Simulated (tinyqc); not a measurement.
# Ion-assisted plasma etching: sheath, surface coverage, synergy and aspect-ratio dependence, step by step

A worked calculation. Computed by tinyqc, a small Python program that keeps every step. Command: `OMP_NUM_THREADS=1 python tinyqc.py 3010651 3010652 out.jsonl etch walk`. One thread of a shared host (Intel(R) Xeon(R) Processor @ 2.30GHz), about 0.04 s of CPU time with the checks. Intermediate numbers are printed to about 7 digits and carried at full precision; extremes and crossings named in words are read from the listed rows.

Radicals adsorb on bare sites; ions remove covered sites with a high yield and bare sites by sputtering; a slow spontaneous reaction acts everywhere, walls included.

Inputs (values chosen for the exercise, close to those used for silicon in a halogen plasma):
```
quantity                                value       unit
plasma density n_e                    1.4e+10     1/cm^3
electron temperature T_e                  2.1         eV
ion mass M_i                               80          u
sheath voltage V                          100          V
radical density n                     7.4e+13     1/cm^3
radical mass M_n                           80          u
gas temperature T_g                       400          K
sticking coefficient s                   0.15          -
radicals per removed unit x                 3          -
yield slope b                            0.16  eV^(-1/2)
threshold E_th                             29         eV
sputter slope b_p                       0.018  eV^(-1/2)
sputter threshold E_p                      31         eV
spontaneous reaction probability k_c  0.00072          -
solid density N                         5e+22     1/cm^3
ion temperature T_i                      0.78         eV
aspect ratio A                            4.6          -
```

Feature: round hole.

Constants: e = 1.602176634e-19 C; u = 1.6605390666e-27 kg; k_B = 1.380649e-23 J/K; eps_0 = 8.8541878128e-12 F/m.

## Fluxes

Bohm speed u_B = sqrt(e T_e/M_i); ion flux G_i = 0.61 n_e u_B; radical flux G_n = n c/4 with c = sqrt(8 k_B T_g/(pi M_n)).

Bohm speed = 159145.8 cm/s

ion flux G_i = 1.359106e+15 1/(cm^2 s)

radical speed c = 32536.60 cm/s

radical flux G_n = 6.019271e+17 1/(cm^2 s)

flux ratio G_n/G_i = 442.8847

## Sheath and ion angles

Debye length lambda_D = sqrt(eps_0 T_e/(e n_s)) with n_s = 0.61 n_e, T_e in volts; Child-law sheath d = (sqrt2/3) lambda_D (2 V/T_e)^(3/4); ion energy E = V + T_e/2; angular spread = arctan(sqrt(T_i/E)).

Debye length = 116.5735 um

sheath thickness = 1675.335 um

ion energy E = 101.05 eV

angular spread = 5.020975 degrees

## Yields

Yields: Y = b (sqrt(E) - sqrt(E_th)) on covered sites, Y_p = b_p (sqrt(E) - sqrt(E_p)) on bare ones (zero below threshold).

yield Y = 0.7467517

sputter yield Y_p = 0.08072277

## Open-field etch rate

Steady coverage: s G_n (1 - theta) = x Y G_i theta; removal flux = Y G_i theta + Y_p G_i (1 - theta) + k_c G_n; rate = flux/N, 1 cm/s = 6e8 nm/min. Lateral rate = k_c G_n/N; anisotropy = 1 - lateral/vertical; synergy = vertical/(ions alone + radicals alone), with ions alone Y_p G_i/N and radicals alone the lateral rate.

coverage theta = 0.9673779

vertical rate = 17.02527 nm/min

lateral rate = 5.200650 nm/min

anisotropy = 0.6945334

synergy = 2.612367

The surface is nearly saturated: ions limit the ion-assisted part.

## Rate at the floor of the feature

Transmission of a round hole: K = 1/(1 + 3A/4), walls that scatter diffusely without loss. With a loss probability S = s (1 - theta) at the floor, G_b/G_n = K/(K + S - K S); theta follows G_b, and the two are solved together. Ions are taken to reach the floor unshadowed; G_b replaces G_n in every term of the rate; A is depth over diameter.

transmission K = 0.2247191

G_b/G_n = 0.9831275

coverage at the floor = 0.9668366

rate at the floor = 16.93164 nm/min

floor rate over open-field rate = 0.9945007

The lag is 0.55 %.

## Etch lag against aspect ratio

The formulas are those given above.

Floor of the feature:
```
A              K    G_b/G_n      theta  rate (nm/min)  relative rate
0.5    0.7272727  0.9981651  0.9673199       17.01509      0.9994025
1.0    0.5714286  0.9963305  0.9672617       17.00492      0.9988049
2.0    0.4000000  0.9926618  0.9671447       16.98457      0.9976096
5.0    0.2105263  0.9816613  0.9667887       16.92349      0.9940222
10.0   0.1176471  0.9633457  0.9661787       16.82161      0.9880382
20.0   0.0625000  0.9267890  0.9648914       16.61751      0.9760501
50.0   0.0259740  0.8178246  0.9603989       16.00203      0.9398988
100.0  0.0131579  0.6396252  0.9499186       14.96143      0.8787782
```

K falls by a factor 55.3 over the rows and the rate by 1.14. Among these rows the rate stays within 10 % of the open-field value up to A = 50, as near saturation the coverage changes little when G_b falls. Caution: rows with A above about 1/(2 tan(ion spread)) or 1/sqrt(k_c), often 10 to 30, are formal: ion shadowing, radical loss on the walls, redeposition of sputtered material and, in fluorocarbon plasmas, polymer growth are left out and add to the lag.

## Yield per ion against the flux ratio

The ion flux is fixed and the radical flux set by the ratio; the removal per ion is the removal flux over G_i.

Open field:
```
G_n/G_i      theta  rate (nm/min)  removal per ion
0.3      0.0196915        1.53395         0.094054
1        0.0627548        2.00994         0.123239
3        0.1672704        3.16872         0.194290
10       0.4010422        5.79025         0.355028
30       0.6676305        8.92091         0.546984
100      0.8700567       11.94174         0.732206
300      0.9525774       15.18665         0.931167
1000     0.9852847       23.76180         1.456951
3000     0.9950463       47.35318         2.903452
```

Coverage reaches one half at G_n/G_i = x Y/s = 14.9. Below that the ion-assisted part follows the radical flux, on top of the sputter floor Y_p = 0.0807; above it the ion-assisted part saturates at Y = 0.747 per ion, and the further rise to 2.90 comes from the spontaneous reaction, which costs anisotropy.

Checks made by the program: series form 1/R = 1/(Y G_i) + x/(s G_n) of the ion-assisted part (relative difference below 1e-10).
